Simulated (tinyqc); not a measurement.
Worked calculation: plane-wave Kohn-Sham cycle with exchange-only LDA in a layered model solid. One step of it, computed by the program tinyqc.

Problem. Iteration 2: levels at that k. Diagonalise the Hermitian matrix.

H (hartree), order -3, -2, -1, +0, +1, +2, +3:
```
[[1.263441, -0.090870, 0.008950, 0.000257, 0.000444, -0.000096, 0.000333],
 [-0.090870, 0.462401, -0.090870, 0.008950, 0.000257, 0.000444, -0.000096],
 [0.008950, -0.090870, -0.018222, -0.090870, 0.008950, 0.000257, 0.000444],
 [0.000257, 0.008950, -0.090870, -0.178430, -0.090870, 0.008950, 0.000257],
 [0.000444, 0.000257, 0.008950, -0.090870, -0.018222, -0.090870, 0.008950],
 [-0.000096, 0.000444, 0.000257, 0.008950, -0.090870, 0.462401, -0.090870],
 [0.000333, -0.000096, 0.000444, 0.000257, 0.008950, -0.090870, 1.263441]]
```

Give: eigenvalues.

Solution.

eigenvalues (hartree): [-0.2492, -0.0436, 0.0425, 0.4680, 0.4713, 1.2735, 1.2743]
